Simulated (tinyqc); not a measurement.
From results back to parameters: thresholds of impact ionisation and Auger recombination from band masses. Three cases, with inputs chosen for the exercise.

Problem. For parabolic bands the thresholds of impact ionisation are Eg (1 + 2 mu)/(1 + mu) for electrons and Eg (2 + mu)/(1 + mu) for heavy holes, mu = me/mh. Both are given.

Case 1.

thresholds for electrons and holes (eV): 1.569013  2.672987

Case 2.

thresholds for electrons and holes (eV): 0.428660  0.789340

Case 3.

thresholds for electrons and holes (eV): 0.446057  0.819943

Find: Eg; mu.

Solution. The sum is 3 Eg; mu = (E_e - Eg)/(2 Eg - E_e).

Case 1.

Eg = 1.414 eV
mu = 0.1231

Case 2.

Eg = 0.406 eV
mu = 0.0591

Case 3.

Eg = 0.422 eV
mu = 0.0605

Computed by tinyqc, one run a case: `OMP_NUM_THREADS=1 python tinyqc.py N N+1 out.jsonl` with N = 1851036, 1851053, 1851055; one thread of a shared Intel(R) Xeon(R) Processor @ 2.30GHz, about 0.01 s a run at most.
